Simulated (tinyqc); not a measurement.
Course in time: spin coating of a resist or spin-on film: centrifugal thinning, evaporation and the final thickness (Emslie and Meyerhofer models). Computed by tinyqc, a small Python program. Command: `OMP_NUM_THREADS=1 python tinyqc.py 3113110 3113111 out.jsonl spincoat walk`. One thread of a shared host (Intel(R) Xeon(R) Processor @ 2.30GHz), about 0.06 s of CPU time with the checks.

A Newtonian film stays uniform over the wafer; solvent and solids have the same density and the concentration is uniform through the thickness.

Inputs (values chosen for the exercise, of the order of those of a polymer resist in an ester solvent): solids volume fraction c0 = 0.17; kinematic viscosity of the solvent nu_s = 2.4 mm^2/s; viscosity constant k = 4500 mm^2/s; viscosity exponent gamma = 2.3; spin speed f = 2000 rpm; evaporation rate at 1000 rpm e0 = 0.51 micrometre/s; starting thickness h0 = 300 micrometre; wafer radius R = 150 mm; shrinkage in the bake = 0.77 %.

Method:
- omega = 2 pi f/60; nu(c) = nu_s + k c^gamma; evaporation rate e = e0 sqrt(f/1000 rpm).
- Flow constant K = 2 omega^2/(3 nu(c0)); Reynolds number of the air omega R^2/nu_air with nu_air = 15 mm^2/s.
- Meyerhofer estimate: flow rules until (1 - c0) K h^3 = e, then evaporation alone: h_w = (e/((1 - c0) K))^(1/3), dry film c0 h_w.
- Full model for solids s and liquid l per area, h = s + l, c = s/h: ds/dt = -c Q, dl/dt = -(1 - c) Q - e, Q = 2 omega^2 h^3/(3 nu(c)); integrated adaptively (relative tolerance 1e-9) until l = 0.
- Dry film = s at l = 0, before the bake; film after the bake = s x (1 - shrinkage).
- Times are fractions of the time to dry.

omega = 209.440 1/s

evaporation rate e = 0.721249 micrometre/s

dry film = 2556.97 nm

dry film, estimate = 2257.70 nm

History:
```
fraction   t (s)  h (micrometre)        c  nu (mm^2/s)         Q/e  s (nm)
0.003      0.060          134.20  0.17004         78.9  1.2425e+03   22820
0.010      0.199           79.25  0.17022         79.1  2.5533e+02   13490
0.030      0.598           46.82  0.17107         79.9  5.2072e+01    8010
0.100      1.995           25.73  0.17648         85.7  8.0597e+00    4541
0.200      3.990           17.96  0.18901         99.9  2.3517e+00    3395
0.350      6.982           13.02  0.21811        138.0  6.4797e-01    2839
0.500      9.975           10.04  0.26364        212.1  1.9359e-01    2647
0.700     13.965            6.90  0.37231        466.1  2.8632e-02    2571
0.900     17.955            4.00  0.63993       1614.2  1.6037e-03    2558
```

What does the comparison show, and why?

Q/e drops below 1 between t = 4.0 and 7.0 s, when c has risen from 0.17 to about 0.218; after that row the solids fall by a further 10 %. The full model gives 1.13 times the two-stage estimate. Caution: above a Reynolds number of about 3e5 the air flow near the rim turns turbulent, and evaporation is no longer uniform.
